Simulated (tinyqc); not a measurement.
Worked calculation: finite square well with mass mismatch (envelope functions). Values are carried at full precision from step to step, so a last printed digit may differ when a step is redone from the rounded ones.

A square well of width L and depth V0, mass mw inside and mb outside, energies from the bottom of the well, c = hbar^2/2m0. k = sqrt(mw E/c), kappa = sqrt(mb (V0 - E)/c). psi and psi'/m are continuous at the walls (BenDaniel-Duke), so level n solves k L + 2 atan[(k/mw)/(kappa/mb)] = n pi.

Constants: hbar^2/2m0 = 3.80998211 eV angstrom^2.

Parameters, chosen for this exercise (near those of a non-polar GaN well in AlGaN; the results hold for these values, not for the real material): L = 51 angstrom (well width); V0 = 0.675 eV (barrier height); mw = 0.193 m0 (mass in the well); mb = 0.254 m0 (mass in the barrier); alpha_w = 0.17 1/eV (non-parabolicity in the well); alpha_b = 0.55 1/eV (non-parabolicity in the barrier).

## How many levels are bound

At E = V0 the arctangent equals pi/2, so level n is bound if k0 L > (n - 1) pi with k0 = sqrt(mw V0/c). Compare with the infinitely deep well, E1(hard) = c (pi/L)^2/mw.

k0 = 0.18491 1/angstrom
k0 L/pi = 3.0019
number of bound levels = 4
E1(hard) = 0.0749 eV

The count does not depend on mb. One more level binds at L = 68.0 angstrom.

## The lowest level by bisection

f(E) = k L + 2 atan[(k/mw)/(kappa/mb)] - pi rises with E. Twelve halvings of [0, V0]: keep the half in which f changes sign.

Bisection:
```
step  low (eV)  high (eV)  midpoint (eV)        k    kappa        f
1      0.00000    0.67500        0.33750  0.13075  0.15000   5.2345
2      0.00000    0.33750        0.16875  0.09246  0.18371   2.7437
3      0.00000    0.16875        0.08438  0.06538  0.19843   1.0109
4      0.00000    0.08438        0.04219  0.04623  0.20540  -0.2080
5      0.04219    0.08438        0.06328  0.05662  0.20194   0.4529
6      0.04219    0.06328        0.05273  0.05168  0.20368   0.1390
7      0.04219    0.05273        0.04746  0.04903  0.20454  -0.0297
8      0.04746    0.05273        0.05010  0.05038  0.20411   0.0557
9      0.04746    0.05010        0.04878  0.04971  0.20432   0.0133
10     0.04746    0.04878        0.04812  0.04937  0.20443  -0.0081
11     0.04812    0.04878        0.04845  0.04954  0.20438   0.0026
12     0.04812    0.04845        0.04828  0.04946  0.20440  -0.0028
```

After twelve halvings the bracket is V0/4096 = 0.165 meV wide.

## Bound levels

Solve the condition for each n (six at most). With A = cos(kL/2) for even and sin(kL/2) for odd levels, the probability in the barriers is Pb = (A^2/kappa)/(A^2/kappa + L/2 +/- sin(kL)/(2k)), + for even.

Levels:
```
n  parity  E (eV)  k (1/angstrom)  kappa (1/angstrom)      Pb
1    even  0.0484         0.04950             0.20439  0.0142
2     odd  0.1921         0.09864             0.17943  0.0594
3    even  0.4232         0.14641             0.12957  0.1564
4     odd  0.6750         0.18491             0.00070  0.9824
```

The lowest level lies at 65 % of the infinite-well value and decays into the barrier over 1/kappa = 4.9 angstrom. Above about 0.5 eV (from level 4 on) a parabolic band is a rough model.

## Mass in the plane and density of states

To first order in the in-plane energy, 1/m_par = (1 - Pb)/mw + Pb/mb for each subband. Each adds a step D = m_par/(2 pi c) to the density of states per area (spin included, one valley); 1/angstrom^2 = 1e16/cm^2.

Subbands:
```
n  m_par (m0)  D (1e13/(eV cm^2))
1      0.1937               8.090
2      0.1958               8.179
3      0.2005               8.377
4      0.2526              10.552
```

## Levels with energy-dependent masses

Non-parabolic bands: mw is replaced by mw (1 + alpha_w E) and mb by mb (1 - alpha_b (V0 - E)), in k, kappa and the matching condition alike.

Solve the same condition with the energy-dependent masses, and list the shift from the parabolic levels that exist in both.

Levels:
```
n  E (eV)  mass inside  mass outside  shift (meV)
1  0.0517       0.1947        0.1669          3.3
2  0.1965       0.1994        0.1871          4.4
3  0.4109       0.2065        0.2171        -12.3
4  0.6520       0.2144        0.2508        -23.0
```

Level 1 moves by +3.3 meV and level 4 by -23.0 meV. The lighter mass deep in the barrier hardens the wall for low levels; the heavier mass in the well wins higher up.

## Checks

- Lowest level by finite differences (200 cells across the well) against the matching condition, eV: both 0.0484.

tinyqc: `OMP_NUM_THREADS=1 python tinyqc.py 1280255 1280256 out.jsonl`; about 0.01 s, one thread, shared Intel(R) Xeon(R) Processor @ 2.30GHz.
